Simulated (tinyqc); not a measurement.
# FinFET, parasitic resistance, capacitance and delay, step by step

tinyqc, about 0.04 s, one thread, Intel Xeon 2.30GHz (shared host): `OMP_NUM_THREADS=1 python tinyqc.py 2170109 2170110 out.jsonl` Printed values are rounded.

Nf fins under one contact; each has gated perimeter p = 2 Hf + Wf and cross-section A = Hf Wf; contact width Wc = Nf pf, stack height Hs = Hf. Contact length Lc = CPP - Lg - 2 Lsp, shared by two neighbouring gates. Source and drain sides are equal. The formulas are first-order estimates, not field solutions.

Values chosen for this exercise; values close to those of silicon logic devices:
- T = 300 K (temperature)
- Nf = 3 (number of fins)
- Hf = 60 nm (fin height)
- Wf = 5 nm (fin width)
- pf = 42 nm (fin pitch)
- CPP = 60 nm (contacted gate pitch)
- Lg = 18 nm (gate length)
- Lsp = 7 nm (spacer length)
- ks = 4.5 (relative permittivity of the spacer)
- Hc = 15 nm (gate height above the channel stack)
- rc = 7.4e-10 ohm cm^2 (contact resistivity)
- re = 0.0006 ohm cm (resistivity of the source-drain epitaxy)
- te = 15 nm (current-carrying depth of the epitaxy)
- rx = 0.0011 ohm cm (resistivity of the extension)
- Lov = 1 nm (gate overlap)
- Cinv = 2.5 uF/cm^2 (inversion capacitance)
- vx = 1.4e7 cm/s (injection velocity)
- mu = 150 cm^2/(V s) (apparent mobility)
- VT = 0.29 V (threshold at zero drain voltage)
- dl = 0.071 V/V (barrier lowering)
- n = 1.22 (subthreshold factor)
- Cw = 0.09 fF (wire load)
- Vdd = 0.7 V (supply voltage)

Constants: q = 1.602176634e-19 C, kB = 1.380649e-23 J/K, eps0 = 8.8541878128e-12 F/m, Vt = kB T/q. Results are converted to the units shown.

## Geometry and resistances

Epitaxy sheet resistance Rsh = re/te, transfer length LT = sqrt(rc/Rsh), contact Rc = [sqrt(rc Rsh)/Wc] coth(Lc/(2 LT)); extension of one fin Rx = rx Lsp/A. Effective width N p; for equal currents one side has Rc + Rx/N.

Lc = 28 nm
effective width = 375 nm
Rsh = 400 ohm
LT = 13.6015 nm
Rc = 55.8140 ohm
Rx = 256.667 ohm
one side times effective width = 53.0136 ohm um

Lc/2 is 1.0 transfer lengths, and Rc is 33 % above the area limit rc/(Wc Lc/2). The contact makes up 39.5 % of one side.

## Capacitances

With N fins: gate Cg = Cinv p N Lg; per side, plate Cp = ks eps0 [Wc (Hs + Hc) - N A]/Lsp, top fringe Cf = (2/pi) ks eps0 Wc ln(1 + Lg/(2 Lsp)), overlap Co = Cinv p N Lov. Cs = Cp + Cf + Co. An inverter of two such devices driving an equal one has the load CL = 2 (Cg + 2 Cs) + 4 Cs + Cw (its own drains counted twice for the Miller effect).

Cg = 168.750 aF
Cp = 48.6664 aF
Cf = 2.64210 aF
Co = 9.375 aF
CL = 912.968 aF

The channel capacitance gives 37.0 % of CL, the parasitic parts 53.2 % and the wire 9.86 %.

## Iteration 1: fin currents at Vgs = Vdd, Vds = Vdd/2

I at the start (uA): fin 1 0, fin 2 0, fin 3 0

One fin: I = p Q vx u/(1 + |u|^1.8)^(1/1.8), Q = Cinv n Vt ln(1 + exp((Vg' - VT + dl Vd')/(n Vt))), u = Vd' mu/(vx Lg), Vg' = Vgs - v, Vd' = Vds - 2 v, with the drop on each side v = Rc (sum of I) + Rx I. I(new) = I(out).

drop v (mV): fin 1 0, fin 2 0, fin 3 0
I(out) (uA): fin 1 166.821, fin 2 166.821, fin 3 166.821
I after iteration 1 (uA): fin 1 166.821, fin 2 166.821, fin 3 166.821

## Iteration 2: fin currents at Vgs = Vdd, Vds = Vdd/2

As before.

drop v (mV): fin 1 70.7504, fin 2 70.7504, fin 3 70.7504
I(out) (uA): fin 1 116.192, fin 2 116.192, fin 3 116.192
I after iteration 2 (uA): fin 1 116.192, fin 2 116.192, fin 3 116.192

## Course of the iteration: fin currents at Vgs = Vdd, Vds = Vdd/2

Stop when the largest change of I is below 1e-6 uA, or after 80 iterations.

Course of the iteration:
```
iteration  total I (uA)  largest |change| of one entry (uA)
1               500.464                                 167
2               348.576                                50.6
3               399.048                                16.8
4               382.828                                5.41
5               388.095                                1.76
6               386.391                               0.568
7               386.943                               0.184
8               386.764                              0.0596
9               386.822                              0.0193
10              386.803                             6.26e-3
11              386.809                             2.03e-3
12              386.807                             6.56e-4
13              386.808                             2.13e-4
14              386.808                             6.89e-5
15              386.808                             2.23e-5
16              386.808                             7.22e-6
17              386.808                             2.34e-6
18              386.808                             7.58e-7
```

Converged in 18 iterations. At the end each change is about 0.32 times the one before: linear convergence.

## Effective current, delay and energy

IH = I(Vdd, Vdd/2) = 386.808 uA
IL = I(Vdd/2, Vdd), solved likewise = 116.292 uA

Ieff = (IH + IL)/2, delay CL Vdd/(2 Ieff), energy CL Vdd^2, with CL the load of an inverter that drives an equal one.

Ieff = 251.550 uA
delay = 1.27028 ps
energy = 447.354 aJ

Without any series resistance Ieff would be 320 uA, so the resistances cost 21.4 %.
